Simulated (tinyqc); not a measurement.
## Sub-threshold conduction and electro-thermal threshold of an amorphous chalcogenide: the S-shaped curve

Trap-limited conduction: I = I0 exp(-Ea/kB T) sinh(q V dz/(2 ua kB T)), I0 = 2 q A Nt dz/ta. One lumped temperature T = T0 + Rt I V. The threshold is the largest V for which a steady state exists on the low-current branch.

For each T, V solves Rt I(V, T) V = T - T0.

Inputs (values chosen for the exercise); values of the order of Ge-Sb-Te and related chalcogenides: ambient temperature T0 = 300 K; cross-section A = 1100 nm^2; amorphous thickness ua = 31 nm; distance between traps dz = 7.5 nm; activation energy Ea = 0.3 eV; trap density Nt = 4e19 cm^-3; attempt time ta = 1e-15 s; thermal resistance Rt = 1.3 K/uW.

Constants: q = 1.602176634e-19 C, kB = 1.380649e-23 J/K. Results are converted to the units shown.

The S-shaped curve:
```
T (K)	V (V)	I (uA)	V/I (kohm)
302	0.42255	3.6409	116.06
306	0.56740	8.1343	69.754
313	0.66127	15.122	43.728
326	0.72513	27.581	26.291
339	0.74619	40.204	18.560
351	0.75054	52.270	14.359
377	0.73803	80.256	9.1959
412	0.70215	122.70	5.7226
463	0.64034	195.81	3.2702
529	0.56490	311.83	1.8115
631	0.47456	536.53	0.88449
```

V goes from 0.423 through a maximum of 0.751 (at T = 351 K among the rows listed) to 0.475 V, while I rises from 3.64 to 537 uA. The exact threshold is 0.7505 V at 350.8 K; beyond it V falls as I rises, a negative differential resistance that a voltage source cannot hold. For T = 529, 631 the layer would crystallise if held at such a temperature.

Range of the model: Purely electronic switching mechanisms, filaments and series resistance are left out.

Numbers from tinyqc (`OMP_NUM_THREADS=1 python tinyqc.py 2490049 2490050 out.jsonl`; about 0.01 s on one thread of a shared Intel Xeon 2.30GHz).
